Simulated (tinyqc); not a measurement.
Inside a calculation. Model: Schottky diode by thermionic emission with image-force lowering and series resistance.

Program tinyqc, `OMP_NUM_THREADS=1 python tinyqc.py 2640005 2640006 out.jsonl`; Intel Xeon 2.30GHz, shared host, one thread, about 0.01 s. Printed values are rounded.

Metal on an n-type semiconductor with one parabolic valley; V > 0 is forward bias (metal positive). I = I0 [exp(Vj/(n Vt)) - 1] with Vj = V - I Rs; I0 = S A* T^2 exp(-(phi - dphi)/Vt), the lowering dphi taken at zero bias.

Inputs (values chosen for the exercise); band and dielectric values close to those of silicon: temperature T = 200 K; electron mass me = 0.259 m0; relative permittivity eps_r = 11.5; barrier height seen from the metal phi = 0.6 eV; donor density Nd = 4.8e15 cm^-3; area S = 0.0066 cm^2; ideality factor n = 1.13; series resistance Rs = 140 ohm; applied bias V = 0.82 V.

Constants: q = 1.602176634e-19 C, kB = 1.380649e-23 J/K, h = 6.62607015e-34 J s, m0 = 9.1093837015e-31 kg, Vt = kB T/q, eps0 = 8.8541878128e-14 F/cm where lengths are in cm. Results are converted to the units shown.

Range of the model: One isotropic valley is assumed; bands with several valleys have a larger Richardson constant and Nc.

## Saturation current

A* = 4 pi q me m0 kB^2/h^3 (times 1e-4 for A/(cm^2 K^2)); Nc = 2 (2 pi me m0 kB T/h^2)^1.5 (times 1e-6 for cm^-3); xi = Vt ln(Nc/Nd), Vbi = phi - xi; surface field Em = sqrt(2 q Nd (Vbi - V - Vt)/(eps0 eps_r)); dphi = sqrt(q Em/(4 pi eps0 eps_r)). Here V = 0 in Em.

A* = 31.1249 A/(cm^2 K^2)
Nc = 1.80047e18 cm^-3
Vbi = 0.497847 V
Em = 26.9442 kV/cm
dphi = 18.3679 meV
I0 = 1.81229e-11 A

The lowering raises I0 by a factor of 2.90.

## Iteration 1: junction voltage

Vj at the start = 0.3 V

Fixed-point step: I = (V - Vj)/Rs, then Vj(new) = n Vt ln(1 + I/I0).

Vj after iteration 1 = 0.372721 V

## Iteration 2: junction voltage

As before.

Vj after iteration 2 = 0.369787 V

## Course of the iteration

Stop when Vj changes by less than 1e-10 V, or after 50 iterations.

Course of the iteration:
```
iteration    Vj (V)  change (V)
1          0.372721      0.0727
2          0.369787     2.93e-3
3          0.369915     1.27e-4
4          0.369909     5.51e-6
5          0.369909     2.38e-7
6          0.369909     1.03e-8
7          0.369909    4.46e-10
8          0.369909    1.93e-11
```

Converged in 8 iterations. The error shrinks by n Vt/(Rs (I + I0)) = 0.043 a step near the solution.

## Current and small-signal resistance

converged Vj = 0.369909 V

I = I0 [exp(Vj/(n Vt)) - 1], dV/dI = Rs + n Vt/(I + I0).

I = 3.21493 mA
drop over Rs = 0.450091 V
dV/dI = 146.058 ohm
